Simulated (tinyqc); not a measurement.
Changing the silicon available t_Si: thermodynamics of metal silicides: hull, first phase, silicon consumed, nucleation and stability against SiO2. Computed by tinyqc, a small Python program. Command: `OMP_NUM_THREADS=1 python tinyqc.py 3026156 3026157 out.jsonl silphase sweep`. One thread of a shared host (Intel(R) Xeon(R) Processor @ 2.30GHz), about 0.01 s of CPU time with the checks.

Entropies of formation of the solids are neglected, so heats stand for free energies. Si fractions: M2Si 0.3333, MSi 0.5000, MSi2 0.6667.

Inputs (values chosen for the exercise, for a model metal):
```
quantity                   value          unit
heat of formation of M2Si  -43.1  kJ/mol atoms
heat of formation of MSi   -56.8  kJ/mol atoms
heat of formation of MSi2  -23.4  kJ/mol atoms
molar volume of M           9.09      cm^3/mol
molar volume of Si         12.06      cm^3/mol
metal thickness t             18            nm
```

Phases: M2Si, MSi, MSi2.

Method. A phase is stable if it lies below every straight line between a phase on its left and one on its right (M and Si at zero). Distance = its heat less the lowest such line, negative for a stable phase. Overall Si fraction x0 = (t_Si/V_Si)/(t_Si/V_Si + t/V_M). In equilibrium the two stable phases that bracket x0 share the atoms by the lever rule.

One run for each value:
```
silicon available t_Si (nm)  overall Si fraction x0  share of atoms in the Si-richer phase
5.4                                          0.1844                                 0.5533
14.8                                         0.3826                                 0.2957
24.3                                         0.5043                                 0.0087
33.8                                         0.5860                                 0.1720
43.2                                         0.6440                                 0.2880
52.6                                         0.6878                                 0.3755
62.1                                         0.7223                                 0.4445
71.5                                         0.7496                                 0.4992
81.0                                         0.7723                                 0.5446
```

What does the table show, and why?

Over the rows, overall Si fraction x0 rises from 0.184 to 0.772 (exponent d ln y / d ln x 0.72 between the first rows and 0.24 between the last); share of atoms in the Si-richer phase goes from 0.553 through a minimum among these rows, 0.00869 at 24.3, to 0.545. The share restarts from zero each time x0 passes the composition of a stable phase.

Extremes, crossings and ranges named in words are read from the listed rows.
